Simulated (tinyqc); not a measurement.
Frequency dispersion of an accumulation capacitance by border traps, distributed model: one step of the calculation.

Traps spread evenly through the insulator exchange electrons with the semiconductor by tunnelling, with tau(x) = t0 exp(2 ka x) at depth x from the interface. The admittance per area Y seen at depth x obeys dY/dx = -Y^2/(i w eps0 eox) + q Nb ln(1 + i w tau)/tau, with Y(0) = i w Cs and w = 2 pi f; the gate sees Y(tox) = G + i w C. Working variable y = Y/(i w), in uF/cm^2. Cox = eps0 eox/tox.

Question. Scales and lumped estimate. Cox; trap-free value 1/(1/Cox + 1/Cs); response depth d = ln(1/(w t0))/(2 ka), where w tau = 1; lumped estimate: all traps within d act as C_bt = q Nb d placed at d/2, so C = 1/{1/[1/(1/Cs + d/(2 eps0 eox)) + C_bt] + (tox - d/2)/(eps0 eox)}.

Parameters, values chosen for the exercise; permittivity close to that of silicon dioxide:
- eox = 4.05 (relative permittivity of the insulator)
- tox = 7.5 nm (insulator thickness)
- Cs = 1.9 uF/cm^2 (semiconductor capacitance in accumulation)
- Nb = 9.1e19 cm^-3 eV^-1 (density of border traps)
- ka = 4 1/nm (decay constant of the wave function in the insulator)
- t0 = 3e-11 s (time constant of a trap at the interface)
- f = 1e5 Hz (frequency)

Constants: q = 1.602176634e-19 C, eps0 = 8.8541878128e-14 F/cm where lengths are in cm. Results are converted to the units shown.

Wanted: Cox; trap-free C; d; C_bt; lumped C.

Answer.

Cox = 0.47813 uF/cm^2
trap-free C = 0.38200 uF/cm^2
d = 1.3599 nm
C_bt = 1.9827 uF/cm^2
lumped C = 0.45500 uF/cm^2

The traps within reach amount to 1.04 Cs and lie in the first 18.1 % of the insulator.

Numbers from tinyqc (`OMP_NUM_THREADS=1 python tinyqc.py 2202015 2202016 out.jsonl`; about 0.5 s on one thread of a shared Intel Xeon 2.30GHz).
